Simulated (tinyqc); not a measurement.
What moves the results: valence-band anticrossing with a localised impurity level. A value that a table varies takes the place of the one given here.

Host valence band EM(k) = al x - c k^2/mM, c = hbar^2/2m0, coupled to a flat level EI by V = C sqrt(x): H = [[EM, V], [V, EI]], E+/- = (EM + EI)/2 +/- sqrt((EM - EI)^2/4 + V^2). The host weight of a state at E is f = 1/(1 + V^2/(E - EI)^2), and its mass at k = 0 is mM/f. The gap is Eg - E+(0), the conduction edge staying at Eg.

Constants: hbar^2/2m0 = 3.80998211 eV angstrom^2.

Inputs chosen for the exercise (host near InP; the results hold for these values, not for the real material): Eg = 1.403 eV (gap at Gamma to the s-like level); mM = 0.49 m0 (mass of the host band); EI = -0.149 eV (impurity level, from the valence top of the host); C = 1.61 eV (coupling); al = 0.91 eV (linear shift of the host edge); x = 0.0063 (impurity fraction).

## Impurity fraction

The last column is the bowing that a quadratic law would need at that x, (Eg - gap)/(x (1 - x)), with equal end gaps.

Results:
```
x (%)  E- (eV)  E+ (eV)  gap (eV)  host weight of E+  mass of E+  bowing (eV)
0.1    -0.1647   0.0166    1.3864              0.914      0.5363         16.6
0.2    -0.1779   0.0307    1.3723              0.862      0.5687         15.4
0.5    -0.2095   0.0651    1.3379              0.780      0.6286         13.1
1.0    -0.2493   0.1094    1.2936              0.720      0.6802         11.1
2.0    -0.3080   0.1772    1.2258              0.672      0.7288          9.0
3.0    -0.3533   0.2316    1.1714              0.651      0.7530          8.0
5.0    -0.4247   0.3212    1.0818              0.630      0.7773          6.8
8.0    -0.5068   0.4306    0.9724              0.618      0.7925          5.9
```

How do the results move?

The apparent bowing falls from 16.6 to 5.9 eV, so no single constant describes the gap: the part from the coupling goes as x while V is small against |EM - EI| and as sqrt(x) beyond (V = |EI| near x = 0.86 %), with the linear term al x on top; the fall of the gap goes as the power 0.89 of x between the first two rows and 0.62 between the last two. The mass of E+ goes from 0.5363 to 0.7925, higher although the gap falls; with al = 0 the weight tends to 1/2 at large x.

## What each parameter does

At k = 0. Each row changes one parameter from the base and keeps the others.

Results:
```
case            E- (eV)  E+ (eV)  gap (eV)  mass (m0)
base            -0.2210   0.0778    1.3252     0.6456
EI = -0.199 eV  -0.2604   0.0671    1.3359     0.6030
al = 1.41 eV    -0.2203   0.0801    1.3229     0.6424
Eg = 1.453 eV   -0.2210   0.0778    1.3752     0.6456
C = 1.3685 eV   -0.2050   0.0617    1.3413     0.6202
x = 0.00724     -0.2287   0.0863    1.3167     0.6560
mM = 0.5635 m0  -0.2210   0.0778    1.3252     0.7425
```

What can be read from the table?

The largest shifts from the base row, up to three for each result and ties (the steps differ in size, so this ranks the rows, not the parameters). E- (eV): EI -0.0394, C +0.0160, x -0.0077; unchanged at the printed digits by Eg and mM. E+ (eV): C -0.0160, EI -0.0106, x +0.0086; unchanged at the printed digits by Eg and mM. gap (eV): Eg +0.0500, C +0.0160, EI +0.0106; unchanged at the printed digits by mM. mass (m0): mM +0.0968, EI -0.0426, C -0.0254; unchanged at the printed digits by Eg.

Program tinyqc; command `OMP_NUM_THREADS=1 python tinyqc.py 1081375 1081376 out.jsonl`; about 0.01 s on one thread of a shared Intel(R) Xeon(R) Processor @ 2.30GHz.
